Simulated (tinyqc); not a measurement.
Solubility, supersaturation, precipitation and gettering of an impurity in a silicon-like host: one step, computed by the program tinyqc. Command: `OMP_NUM_THREADS=1 python tinyqc.py 3010299 3010300 out.jsonl ripen walk`. One thread of a shared host (Intel(R) Xeon(R) Processor @ 2.30GHz), about 0.01 s of CPU time with the checks.

The wafer was saturated at T1 and is then held at T.

Task: Segregation into a layer on one face. k = k_0 exp(E_g/(k_B T)); in equilibrium the bulk keeps C/C0 = 1/(1 + k t_g/w). For a strong sink on one face the slowest diffusion mode has tau_w = 4 w^2/(pi^2 D), and C/C0 is estimated as c_eq + (1 - c_eq)(8/pi^2) sum over odd m up to 99 of exp(-m^2 t/tau_w)/m^2. Precipitation is left out here.

Inputs (values chosen for the exercise, modelled on chromium in silicon):
```
quantity                      value        unit
temperature of saturation T1   1350           K
anneal temperature T            987           K
anneal time t                   200           s
wafer thickness w               400  micrometre
segregation energy E_g            1          eV
segregation prefactor k_0      0.11           -
getter layer thickness t_g      1.3  micrometre
```

Gettering: segregation gettering in a layer.

D(T) = 6.809655e-08 cm^2/s

Constants: k_B = 8.617333262e-05 eV/K.

Give: segregation coefficient k; equilibrium C/C0; tau_w; mean C/C0 at t.

Result:

segregation coefficient k = 14046

equilibrium C/C0 = 0.02144

tau_w = 9523 s

mean C/C0 at t = 0.8981

Limited by diffusion: far more is left than the 0.021 that equilibrium would leave.
